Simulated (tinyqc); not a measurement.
Static screening by free carriers, step by step. Values are carried at full precision from step to step, so a last printed digit may differ when a step is redone from the rounded ones.

kF = (3 pi^2 n/Mv)^(1/3), EF = c kF^2/m with c = hbar^2/2m0, n in 1/angstrom^3 (1e-24 per 1/cm^3), e2 = e^2/(4 pi eps0). Thomas-Fermi: qTF^2 = 6 pi e2 n/(eps EF). Debye: qD^2 = 4 pi e2 n/(eps kB T).

Constants: hbar^2/2m0 = 3.80998211 eV angstrom^2; e^2/(4 pi eps0) = 14.39964547 eV angstrom; kB = 8.617333262e-05 eV/K; a0 (Bohr radius) = 0.5291772105 angstrom; hbar = 6.58211957e-16 eV s.

Inputs chosen for the exercise (near those of Ge; shifted at random, so the results belong to these values and not to a real crystal):
- n = 8.7e+17 1/cm^3 (carrier density)
- m = 0.2146 m0 (mass of one isotropic valley)
- Mv = 4 (valleys)
- eps = 16.8 (background dielectric constant)
- T = 200 K
- q = 0.0239 1/angstrom (wave vector)
- aD = 53.6 angstrom (trial radius)
- NI = 8.7e+17 1/cm^3 (ionised impurities)

## Fermi and screening wave vectors

Also the effective Bohr radius aB = a0 eps/m and rs = (3/(4 pi n))^(1/3)/aB.

kF = 0.018605 1/angstrom
EF at 0 K = 6.145 meV
EF/kT = 0.357
qTF = 0.047825 1/angstrom
qD = 0.023318 1/angstrom
aB = 41.43 angstrom
rs = 1.57

The gas is not degenerate, so the Debye value applies.

## Screening at finite temperature

F_j(eta) = (1/Gamma(j + 1)) integral_0^infinity x^j dx/(1 + exp(x - eta)), which tends to exp(eta) for eta << 0.

At finite T: qs^2 = qD^2 F_-1/2(eta)/F_1/2(eta), where n = Mv N F_1/2(eta) and N = 2 (m kB T/(4 pi c))^(3/2) with c = hbar^2/2m0, in 1/angstrom^3; times 1e24 for 1/cm^3.

Solve for eta and form qs.

n/(Mv N) = 0.1602
eta = -1.775
qs = 0.02269 1/angstrom
screening length 1/qs = 44.08 angstrom

qs is 0.973 of the Debye value and 0.474 of the Thomas-Fermi value.

## Lindhard function at one q

Lindhard at zero temperature: eps(q)/eps = 1 + (qTF/q)^2 L(x), x = q/(2 kF), L(x) = 1/2 + ((1 - x^2)/(4x)) ln|(1 + x)/(1 - x)|.

Compare with Thomas-Fermi, 1 + (qTF/q)^2.

x = 0.6423
L(x) = 0.8485
eps(q)/eps, Lindhard = 4.398
eps(q)/eps, Thomas-Fermi = 5.004

The carriers respond with 85 % of their long-wave strength at this q. The zero-temperature form is an exercise here: at the temperature of this gas EF is only 0.36 kT.

## A donor in the screened potential

Donor in the screened potential -(e2/eps) exp(-qs r)/r with the trial function exp(-r/a): E(a) = c/(m a^2) - (e2/eps) 4/(a (2 + qs a)^2), e2 = e^2/(4 pi eps0), c = hbar^2/2m0; isotropic mass.

Evaluate both terms at a = aD.

kinetic term = 6.180 meV
potential term = -6.184 meV
E(aD) = -0.005 meV
unscreened level -m Ry/eps^2 (Ry = 13.60569312 eV) = -10.345 meV

This trial radius gives a bound state.

## Ionised-impurity scattering at E = 3 kT

Brooks-Herring rate for an electron of energy E: 1/tau = NI (pi e2^2/(eps^2 hbar)) (sqrt(c/m)/E^(3/2)) Phi(b), with Phi = ln(1 + b) - b/(1 + b), b = (2k/qs)^2, k^2 = m E/c, NI in 1/angstrom^3.

e2 = e^2/(4 pi eps0), c = hbar^2/2m0; mobility estimate mu = tau/(m m0/e) with m0/e = 5.685630e-12 kg/C, times 1e4 for cm^2/(V s).

b = 22.63
Phi = 2.2050
1/tau = 2.41e+12 1/s
mu at this energy = 3.40e+03 cm^2/(V s)

b is well above 1, the regime that the Brooks-Herring formula is meant for; a true mobility averages tau over the distribution.

## Checks

- Scattering rate against the golden-rule integral over angles (1/s): both 2.411e+12.
- L(x) at x = 0.7 against the integral over the Fermi sphere: both 0.81595.

Program tinyqc; command `OMP_NUM_THREADS=1 python tinyqc.py 1680397 1680398 out.jsonl`; about 0.01 s on one thread of a shared Intel(R) Xeon(R) Processor @ 2.30GHz.
